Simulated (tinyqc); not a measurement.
Ballistic transport through the one-dimensional subbands of a rectangular nanowire or nanosheet channel: one step, computed by the program tinyqc. Command: `OMP_NUM_THREADS=1 python tinyqc.py 3028086 3028087 out.jsonl wire walk`. One thread of a shared host (Intel(R) Xeon(R) Processor @ 2.30GHz), about 0.02 s of CPU time with the checks.

Hard walls, parabolic subbands, transport along x. Energies are counted from the bulk conduction band edge at the top of the barrier, which the gate pulls down by U; the source Fermi level lies at the bulk edge when U = 0.

Problem. Subbands. E_pq = (hbar^2 pi^2/2)(p^2/(m_y b^2) + q^2/(m_z a^2)); valley pairs: (m_x, m_y, m_z) = (m_t, m_t, m_l), (m_t, m_l, m_t), (m_l, m_t, m_t), each with degeneracy g = 2; the 10 lowest subbands are kept.

Inputs (values chosen for the exercise, modelled on silicon):
```
quantity        value  unit
light mass m_t   0.19   m_0
heavy mass m_l  0.911   m_0
height a          4.7    nm
width b            10    nm
```

Valleys: silicon [100] wire.

Constants: hbar^2/(2 m_0) = 3.80998212 eV angstrom^2; k_B = 8.617333262e-05 eV/K.

Give: Subbands.

Solution.

Subbands:
```
valley axis  p  q  E (meV)  m_x (m_0)
z            1  1    38.48      0.190
y            1  1    93.72      0.190
z            1  2    94.53      0.190
z            2  1    97.85      0.190
y            2  1   106.10      0.190
x            1  1   109.38      0.911
y            3  1   126.74      0.190
z            2  2   153.91      0.190
y            4  1   155.64      0.190
x            2  1   168.76      0.911
```
